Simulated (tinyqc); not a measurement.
## Scattering mobility, thermal velocity and mass from two apparent mobilities

Question. 1/mu_app = 1/mu_0 + 1/mu_B with the ballistic mobility mu_B = vT L/(2 Vt) and vT = sqrt(2 kB T/(pi m)) (non-degenerate carriers); the mean free path is 2 Vt mu_0/vT. Find mu_0, vT, m and the mean free path.

Parameters, values chosen for the exercise:
```
symbol  value  unit      meaning
T         300     K  temperature
```

Constants: q = 1.602176634e-19 C, kB = 1.380649e-23 J/K, m0 = 9.1093837015e-31 kg, Vt = kB T/q. Results are converted to the units shown.

apparent mobility at L = 40 and 400 nm (cm^2/(V s)): [506.95757, 1376.1463]

Solution. 1/mu_app is linear in 1/L: the slope is 2 Vt/vT and the intercept 1/mu_0.

mu_0 = 1700 cm^2/(V s)
vT = 9.337e6 cm/s
m = 0.3320 m0
mean free path = 94.13 nm

tinyqc, about 0.01 s, one thread, Intel Xeon 2.30GHz (shared host): `OMP_NUM_THREADS=1 python tinyqc.py 2380134 2380135 out.jsonl`
